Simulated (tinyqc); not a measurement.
# Worked calculation: random telegraph noise from one oxide trap in a small MOSFET

Program tinyqc, `OMP_NUM_THREADS=1 python tinyqc.py 2710139 2710140 out.jsonl`; Intel Xeon 2.30GHz, shared host, one thread, about 0.01 s. Printed values are rounded.

An acceptor-like trap exchanges electrons with the channel. Inversion charge Q = Cox u, u = n Vt W0(exp((Vg - VT)/(n Vt))), W0 the Lambert function, n = nf, Cox = eps0 eox/tox; linear regime Id = (W/L) mu Q Vd. Relative to threshold the surface potential rises by Vt ln(u/u0) and the oxide voltage by the rest of Vg - VT, with u0 = n Vt W0(1).

Parameters, values chosen for the exercise; values of the order met in silicon transistors: temperature T = 300 K; relative permittivity of the gate insulator (close to silicon dioxide) eox = 3.9; insulator thickness tox = 1.5 nm; depth of the trap from the channel interface xt = 0.16 nm; trap level above the channel Fermi level at threshold E0 = 0.12 eV; capture prefactor s0 = 2e-16 cm^2; capture barrier (lattice relaxation) EB = 0.26 eV; tunnelling decay length lt = 0.18 nm; thermal velocity vth = 1.7e7 cm/s; thickness of the inversion layer zi = 1.7 nm; threshold voltage VT = 0.29 V; body factor nf = 1.32; gate width W = 140 nm; gate length L = 46 nm; mobility mu = 140 cm^2/(V s); scattering coefficient of the charged trap asc = 8.7e-16 V s; drain voltage Vd = 0.05 V; gate voltage Vg = 0.72 V.

Constants: q = 1.602176634e-19 C, kB = 1.380649e-23 J/K, Vt = kB T/q, eps0 = 8.8541878128e-14 F/cm where lengths are in cm. Results are converted to the units shown.

Range of the model: VT is taken as given; short-channel effects and the uneven flow of current among few electrons are left out.

## Trap level, time constants and occupancy

N = Cox u/q; dpsi = Vt ln(u/u0); E = E0 - dpsi - (xt/tox)(Vg - VT - dpsi); capture time tc = 1/[(N/zi) vth s0 exp(-xt/lt - EB/Vt)]; emission time te = tc exp(-E/Vt); occupancy te/(tc + te).

u = 0.3505110 V
N = 5.036320e12 cm^-2
dpsi = 0.07488072 V
E = 0.007239887 eV
tc = 5.632536e-7 s
te = 4.256760e-7 s
occupancy = 0.4304412

The trap lies 0.28 Vt above the Fermi level, so it is filled 43.0 % of the time.

## Step height

A = W L; threshold step dV = q (1 - xt/tox)/(Cox A); gm/Id = 1/(u + n Vt); relative step dI/I = (gm/Id) dV + asc mu/A. Id as defined.

electrons in the channel N A = 324.3390
dV = 0.9654193 mV
gm/Id = 2.599863 1/V
number part of dI/I = 0.2509958 %
dI/I = 0.4401262 %
Id = 17.19064 uA
dI = 75.66051 nA

## Lorentzian spectrum

Spectrum S(f) = 4 dI^2/{(tc + te)[(1/tc + 1/te)^2 + (2 pi f)^2]}; corner fc = (1/tc + 1/te)/(2 pi); variance dI^2 tc te/(tc + te)^2. Give S at f = 0, at fc and at 10 fc.

fc = 6.564511e5 Hz
S(0) = 1.361033e-21 A^2/Hz
S(fc) = 6.805165e-22 A^2/Hz
S(10 fc) = 1.347557e-23 A^2/Hz
rms current = 37.46239 nA

The rms value is 0.495 of the step; it reaches its largest share, 1/2, when tc = te.
